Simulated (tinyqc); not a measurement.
Against doping: dopants and charged point defects at anneal temperature: Fermi-level effect, clustering and pairing. Computed by tinyqc, a small Python program. Command: `OMP_NUM_THREADS=1 python tinyqc.py 3024397 3024398 out.jsonl pairing walk`. One thread of a shared host (Intel(R) Xeon(R) Processor @ 2.30GHz), about 0.02 s of CPU time with the checks.

Boltzmann statistics and full ionisation of active dopants. Energies are counted from the valence band; the defect (a vacancy or self-interstitial) has five charge states, with all degeneracy factors one.

Inputs (values chosen for the exercise, with bands modelled on InP):

| quantity | value | unit |
|---|---|---|
| gap at 0 K E_g0 | 1.4 | eV |
| Varshni alpha | 0.000368 | eV/K |
| Varshni beta | 161 | K |
| electron mass m_e | 0.0797 | m_0 |
| valleys M_c | 1 | - |
| hole mass m_h | 0.611 | m_0 |
| anneal temperature T | 1090 | K |
| total dopant density N | 7.9e+18 | cm^-3 |
| formation enthalpy of the neutral defect H_f | 3 | eV |
| formation entropy S_f | 8.6 | k_B |
| site density N_s | 2.8e+22 | cm^-3 |
| dopant atoms per cluster k | 3 | - |
| cluster binding energy E_b | 1.88 | eV |

Dopant: acceptor. Second part: clustering of the dopant.

defect levels as fractions of E_g(T): (2+/+), (+/0), (0/-), (-/2-): 0.17  0.27  0.52  0.85

Constants: m_0 = 9.1093837015e-31 kg; k_B = 1.380649e-23 J/K; h = 6.62607015e-34 J s; k_B = 8.617333262e-05 eV/K.

Method:
- E_g = E_g0 - alpha T^2/(T + beta).
- N_c = 2 M_c (2 pi m_e k_B T/h^2)^(3/2) and N_v = 2 (2 pi m_h k_B T/h^2)^(3/2), masses in units of m_0.
- n_i = sqrt(N_c N_v) exp(-E_g/2 k_B T); E_i = E_g/2 + (k_B T/2) ln(N_v/N_c).
- p = A/2 + sqrt(A^2/4 + n_i^2) for an active density A.
- k ionised dopants and k carriers form one neutral cluster: C = N_s (A/N_s)^k (p/N_b)^k exp(E_b/k_B T), N_b the effective density of states of the majority band, and N = A + k C (60 bisections in ln A between ln N - 90 and ln N).
- chi = n/n_i (for acceptors n_i/p); E_F = E_i + k_B T ln chi; field enhancement h = 1 + A/sqrt(A^2 + 4 n_i^2).
- C_0 = N_s exp(S_f/k_B) exp(-H_f/k_B T). Ratios to the neutral state at E_F = E_i: r_+ = exp((E(+/0) - E_i)/k_B T), r_2+ = r_+ exp((E(2+/+) - E_i)/k_B T), r_- = exp((E_i - E(0/-))/k_B T), r_2- = r_- exp((E_i - E(-/2-))/k_B T); at other E_F state q scales as chi^(-q). The enhancement is sum r_q chi^(-q)/sum r_q. The charge on the defects is left out of neutrality.
- chi = n/n_i; h = 1 + A/sqrt(A^2 + 4 n_i^2); the dopant diffusivity over its intrinsic value is D/D_i = enhancement x h x A/N, if every charge state carries the dopant equally well.

E_g = 1.05050 eV

k_B T = 0.0939289 eV

n_i = 6.71546e+16 cm^-3

E_i = 0.668739 eV

effective density of states N_b of the majority band = 8.30026e+19 cm^-3

neutral defects C_0 = 2.04711e+12 cm^-3

Charge states:

| state | ratio r | intrinsic (cm^-3) | doped (cm^-3) |
|---|---|---|---|
| 2+ | 8.97671e-05 | 1.83763e+08 | 2.21438e+12 |
| + | 1.65736e-02 | 3.39280e+10 | 3.72439e+12 |
| 0 | 1.00000e+00 | 2.04711e+12 | 2.04711e+12 |
| - | 3.68378e+00 | 7.54111e+12 | 6.86972e+10 |
| 2- | 3.38630e-01 | 6.93214e+11 | 5.75273e+07 |

Trend at the anneal temperature:

| N (cm^-3) | active A (cm^-3) | chi | defect enhancement | mean charge | D/D_i |
|---|---|---|---|---|---|
| 2.00e+15 | 2.0000e+15 | 0.98522 | 0.9873 | -0.8582 | 1.0020 |
| 6.20e+15 | 6.2000e+15 | 0.95490 | 0.9613 | -0.8501 | 1.0056 |
| 1.90e+16 | 1.9000e+16 | 0.86849 | 0.8879 | -0.8250 | 1.0122 |
| 5.80e+16 | 5.8000e+16 | 0.65742 | 0.7131 | -0.7482 | 0.9959 |
| 1.80e+17 | 1.8000e+17 | 0.33197 | 0.4586 | -0.5392 | 0.8262 |
| 5.50e+17 | 5.5000e+17 | 0.12033 | 0.3160 | -0.1903 | 0.6229 |
| 1.70e+18 | 1.6999e+18 | 0.03944 | 0.3222 | 0.2397 | 0.6434 |
| 5.20e+18 | 5.1392e+18 | 0.01306 | 0.5641 | 0.7993 | 1.1149 |
| 1.60e+19 | 1.0792e+19 | 0.00622 | 1.1917 | 1.2119 | 1.6075 |

Well below n_i = 6.72e16 cm^-3 chi and the enhancement are near 1. At any doping d ln(enhancement)/d ln chi equals minus the mean charge, which goes from -0.86 to +1.21 over the rows. The defect density first falls, because doping removes the states with the sign of the ionised dopant before it feeds the opposite ones. Clustering bends A over: its exponent in N falls to 0.66, towards 1/(2k) = 0.167.
